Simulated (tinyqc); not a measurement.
Band bending at a free surface with one surface level, surface photovoltage and Kelvin probe: two steps of the calculation.

n-type bulk, xi = Ec - EF = Vt ln(Nc/Nd), p0 = ni^2/Nd, ni = sqrt(Nc Nv) exp(-Eg/(2 Vt)), Eg in volts. b is the upward band bending, u = b/Vt. Space charge per area, in units of q: Qc = sign(b) sqrt((2 eps0 eps_r Vt/q) [(Nd + dn)(exp(-u) - 1) + Nd u + (p0 + dn)(exp(u) - 1)]), with dn the excess density under light (flat quasi-Fermi levels; 0 in the dark). The level holds -Ns f, f = 1/(1 + exp((xi + b - Es)/Vt)). Neutrality: Qc + Qf + (charge of the states) = 0.

Parameters, values chosen for the exercise; band and dielectric values close to those of indium phosphide: temperature T = 300 K; band gap Eg = 1.32 eV; relative permittivity eps_r = 12.4; conduction-band density of states at T Nc = 5.72e17 cm^-3; valence-band density of states at T Nv = 1.08e19 cm^-3; electron affinity chi = 4.31 eV; donor density Nd = 5.7e16 cm^-3; fixed positive charge at the surface Qf = 0 cm^-2; work function of the probe tip pt = 4.64 eV; density of an acceptor-like surface level Ns = 2e12 cm^-2; its depth below the conduction edge Es = 0.43 eV.

Constants: q = 1.602176634e-19 C, kB = 1.380649e-23 J/K, Vt = kB T/q, eps0 = 8.8541878128e-14 F/cm where lengths are in cm. Results are converted to the units shown.

Question 1. Bulk quantities. xi, ni, p0, the Debye length sqrt(eps0 eps_r Vt/(q Nd)) and the flat-band work function chi + xi.

Wanted: xi; ni; p0; Debye length; chi + xi.

Answer 1.

xi = 0.05962 eV
ni = 2.032e7 cm^-3
p0 = 0.007243 cm^-3
Debye length = 17.63 nm
chi + xi = 4.370 eV

Question 2. Work function and Kelvin-probe reading. Work function chi + xi + b; contact potential difference CPD = (work function of the sample) - pt. Depth of EF below Ec at the surface: xi + b. Depletion width Qc/Nd.

converged b = 0.39623344 V

Wanted: xi + b; Qc; Qc/Nd; work function; CPD.

Answer 2.

xi + b = 0.4559 eV
Qc = 5.379e11 cm^-2
Qc/Nd = 94.37 nm
work function = 4.766 eV
CPD = 125.9 mV

The level is 26.9 % filled: the Fermi level is pinned at it.

Program tinyqc, `OMP_NUM_THREADS=1 python tinyqc.py 2430013 2430014 out.jsonl`; Intel Xeon 2.30GHz, shared host, one thread, about 0.01 s.
